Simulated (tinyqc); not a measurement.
# MOS inversion layer, Poisson-Schroedinger loop, step by step

Numbers from tinyqc (`OMP_NUM_THREADS=1 python tinyqc.py 2160101 2160102 out.jsonl`; about 0.3 s on one thread of a shared Intel Xeon 2.30GHz). Printed values are rounded.

Electrons confined at an insulator interface at z = 0, treated as a hard wall; parabolic valleys, Hartree approximation, no image or exchange terms. The depletion charge lies far deeper than the electrons and gives a uniform field q Nd/(eps0 eps_r); the gate balances all charge. Energies are counted from the band edge at the interface.

Inputs (values chosen for the exercise); masses and permittivity close to those of 4H silicon carbide (0001):

| symbol | value | unit | meaning |
|---|---|---|---|
| T | 77 | K | temperature |
| eps_r | 9.79 |  | relative permittivity |
| mz1 | 0.325 | m0 | mass along z of valley set A (3 valley(s)) |
| md1 | 0.422 | m0 | in-plane density-of-states mass of set A |
| Ns | 1.4e13 | cm^-2 | sheet density of electrons |
| Nd | 1.2e12 | cm^-2 | sheet density of depletion charge |
| hz | 0.46 | nm | mesh step |
| a | 0.7 |  | mixing factor |

Constants: q = 1.602176634e-19 C, kB = 1.380649e-23 J/K, hbar = 1.054571817e-34 J s, m0 = 9.1093837015e-31 kg, Vt = kB T/q, eps0 = 8.8541878128e-14 F/cm where lengths are in cm, hbar^2/(2 m0) = 0.0380998212 eV nm^2. Results are converted to the units shown.

## Fixed part of the potential

z, node 1 to 19 (nm): [0.46, 0.92, 1.38, 1.84, 2.3, 2.76, 3.22, 3.68, 4.14, 4.6, 5.06, 5.52, 5.98, 6.44, 6.9, 7.36, 7.82, 8.28, 8.74]

V0 = q Nd z/(eps0 eps_r) in eV.

fixed potential V0, node 1 to 19 (eV): [0.010203, 0.020406, 0.030608, 0.040811, 0.051014, 0.061217, 0.071419, 0.081622, 0.091825, 0.102028, 0.112230, 0.122433, 0.132636, 0.142839, 0.153042, 0.163244, 0.173447, 0.183650, 0.193853]

## Round 1: levels and probability densities

self-consistent potential U at the start, node 1 to 19 (eV): [0, 0, 0, 0, 0, 0, 0, 0, 0, 0, 0, 0, 0, 0, 0, 0, 0, 0, 0]

Tridiagonal Hamiltonian with psi = 0 one step beyond both ends: H_ii = C (1/m_(i-1/2) + 1/m_(i+1/2))/hz^2 + V0_i + U_i, H_(i,i+1) = -C/(m_(i+1/2) hz^2), C = hbar^2/(2 m0). The lowest 2 level(s) are kept, normalised to hz sum |psi|^2 = 1. The mass is the same on all intervals.

levels (eV): A1 0.090103, A2 0.158667
|psi|^2 of A1, node 1 to 19 (1/nm): [0.038993, 0.134288, 0.239453, 0.313238, 0.336655, 0.313405, 0.260347, 0.196650, 0.136807, 0.088474, 0.053556, 0.030499, 0.016396, 0.008333, 0.003996, 0.001792, 0.000730, 0.000249, 0.000052]
|psi|^2 of A2, node 1 to 19 (1/nm): [0.041397, 0.124188, 0.170897, 0.143517, 0.069531, 0.009467, 0.007431, 0.065603, 0.152442, 0.228141, 0.266269, 0.261257, 0.223564, 0.169993, 0.115599, 0.069825, 0.036356, 0.014930, 0.003506]

## Round 1: Fermi level and occupations

Level k holds N_k = D_k Vt ln(1 + exp((EF - E_k)/Vt)) with D = 3 md1 m0 q/(pi hbar^2) per eV (spin included); EF is fixed by sum N_k = Ns.

EF = 0.116440 eV
N_k (cm^-2): A1 1.39940e13, A2 6.03935e9

## Round 1: density, output potential and mixing

n_i = sum_k N_k |psi_k|^2 (converted to cm^-3). Hartree part by Gauss: on the interval before node i the electrons still beyond are S_i = Ns - hz sum_(j<i) n_j, and U_i = U_(i-1) + q S_i hz/(eps0 eps_r) in eV, U_0 = 0 at the interface. Mixing: U(new) = U + a (U(out) - U).

n, node 1 to 19 (in units of 1e19 cm^-3): [0.54591, 1.87996, 3.35192, 4.38431, 4.71156, 4.38583, 3.64334, 2.75231, 1.91539, 1.23948, 0.75106, 0.42837, 0.23080, 0.11764, 0.05662, 0.02549, 0.01044, 0.00358, 0.00075]
U(out), node 1 to 19 (eV): [0.119032, 0.235930, 0.345474, 0.441909, 0.521197, 0.582057, 0.625764, 0.655222, 0.673916, 0.685118, 0.691473, 0.694890, 0.696631, 0.697470, 0.697849, 0.698007, 0.698064, 0.698081, 0.698084]
U after round 1, node 1 to 19 (eV): [0.083323, 0.165151, 0.241832, 0.309336, 0.364838, 0.407440, 0.438035, 0.458656, 0.471741, 0.479583, 0.484031, 0.486423, 0.487642, 0.488229, 0.488494, 0.488605, 0.488645, 0.488657, 0.488659]

## Course of the self-consistent loop

Start from U = 0. Stop when the largest |U(out) - U| is below 1e-7 eV, or after 120 rounds.

Course of the iteration:
```
round  level A1 (eV)   EF (eV)  largest |U(out) - U| (eV)
1          0.0901025  0.116440                      0.698
2           0.376268  0.402617                      0.133
3           0.396615  0.422963                     0.0298
4           0.413266  0.439615                    6.37e-3
5           0.417022  0.443370                    2.03e-3
6           0.418253  0.444602                    4.79e-4
7           0.418549  0.444898                    1.53e-4
8           0.418646  0.444995                    3.87e-5
9           0.418670  0.445019                    1.24e-5
10          0.418678  0.445027                    3.35e-6
11          0.418680  0.445029                    1.04e-6
12          0.418681  0.445030                    2.93e-7
13          0.418681  0.445030                    8.95e-8
```

Converged in 13 rounds. Towards the end the residual shrinks by a factor of about 0.29 a round.

## Converged levels, occupations and centroid

converged U, node 1 to 19 (eV): [0.119032, 0.225020, 0.302531, 0.350963, 0.378092, 0.392153, 0.399021, 0.402213, 0.403634, 0.404240, 0.404490, 0.404588, 0.404626, 0.404640, 0.404645, 0.404646, 0.404647, 0.404647, 0.404647]

Solve for the levels with V0 + U, find EF, n_i = sum_k N_k |psi_k|^2 (in cm^-3); share of each level N_k/Ns; centroid sum n z/sum n.

levels (eV): A1 0.418681, A2 0.535756
EF = 0.445030 eV
shares (%): A1 100.000, A2 0.000
n, node 1 to 19 (in units of 1e19 cm^-3): [3.33522, 7.28131, 7.43471, 5.44726, 3.34105, 1.83918, 0.93971, 0.45316, 0.20805, 0.09138, 0.03851, 0.01561, 0.00609, 0.00229, 0.00083, 0.00029, 0.00009, 0.00003, 0.00000]
centroid = 1.56376 nm

An 800-node mesh to 15 nm with 8 levels a set gives A1 = 0.4225 eV, EF = 0.4488 eV and a centroid of 1.585 nm; the levels kept above hold 100 % of the electrons there. The coarse centroid is 1.4 % below the fine one.

## Closed-form estimates

Triangular well: E_k = a_k (C F^2/mz)^(1/3), a_1 = 2.338107, a_2 = 4.087949, C = hbar^2/(2 m0), F in eV/nm. Fang-Howard (all electrons in the lowest level of set A): b^3 = 6 (mz1/C) q (Nd + 11 Ns/32)/(eps0 eps_r), centroid 3/b, level C b^2/(4 mz1) + (3/b) q (Nd + 11 Ns/16)/(eps0 eps_r). Use F = q (Nd + Ns)/(eps0 eps_r), the surface field, and F = q (Nd + Ns/2)/(eps0 eps_r).

A1 with the surface field = 0.490862 eV
A1 with Nd + Ns/2 = 0.325292 eV
A2 with Nd + Ns/2 = 0.568740 eV
b = 1.78504 1/nm
Fang-Howard centroid = 1.68063 nm
Fang-Howard level = 0.429648 eV

Against the self-consistent A1 = 0.4225 eV on a fine mesh, the surface-field estimate is 16 % above it, the half-charge one 23 % below it and Fang-Howard 1.7 % above it. A1 holds 100 % of the electrons, and the Fang-Howard centroid is 6.0 % above the full one.
